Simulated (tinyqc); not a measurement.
Ionisation potential and affinity of a slab from the planar-averaged potential: one step. The potential line-up. Two cases, with inputs chosen for the exercise.

Question. Read the macroscopic average in the middle of each region, j = 12 and j = 36, and its slope in A by a central difference over two points each way.

Give: plateau in A; plateau in vacuum; dV = vacuum - A; slope in A.

Case 1.

Values chosen (out of a larger set: gap near that of Si; not measured data): h = 0.3 angstrom (grid step).

macroscopic average (eV): [-3.03053, -4.02976, -4.89201, -5.51152, -5.87209, -6.04716, -6.12700, -6.16284, -6.17579, -6.17919, -6.17985, -6.17996, -6.17997, -6.17996, -6.17985, -6.17919, -6.17579, -6.16284, -6.12700, -6.04716, -5.87639, -5.52716, -4.92212, -4.07462, -3.09000, -2.10538, -1.25788, -0.65284, -0.30361, -0.13284, -0.05300, -0.01716, -0.00421, -0.00081, -0.00015, -0.00004, -0.00002, -0.00001, -0.00004, -0.00020, -0.00105, -0.00436, -0.01409, -0.03967, -0.10490, -0.26086, -0.59544, -1.18924, -2.03566]

Answer.

plateau in A = -6.180 eV
plateau in vacuum = 0.000 eV
dV = vacuum - A = 6.180 eV
slope in A = 0.000 eV/angstrom

Case 2.

Values chosen (out of a larger set: gap near that of GaAs; not measured data): h = 0.25 angstrom (grid step).

macroscopic average (eV): [-2.85684, -3.85441, -4.71902, -5.31355, -5.62288, -5.76392, -5.84293, -5.89367, -5.91938, -5.92781, -5.92951, -5.92978, -5.92982, -5.92978, -5.92951, -5.92781, -5.91938, -5.89367, -5.84293, -5.76392, -5.62887, -5.33842, -4.77118, -3.93493, -2.96500, -1.99507, -1.15882, -0.59158, -0.30113, -0.16608, -0.08707, -0.03633, -0.01062, -0.00219, -0.00048, -0.00020, -0.00012, -0.00009, -0.00016, -0.00069, -0.00336, -0.01172, -0.02895, -0.05833, -0.10971, -0.21616, -0.47834, -1.02678, -1.86552]

Answer.

plateau in A = -5.930 eV
plateau in vacuum = 0.000 eV
dV = vacuum - A = 5.930 eV
slope in A = 0.000 eV/angstrom

The plateaus are flat, so the line-up is well defined.

Computed by tinyqc, one run a case: `OMP_NUM_THREADS=1 python tinyqc.py N N+1 out.jsonl` with N = 1880192, 1881077; one thread of a shared Intel(R) Xeon(R) Processor @ 2.30GHz, about 0.01 s a run at most.
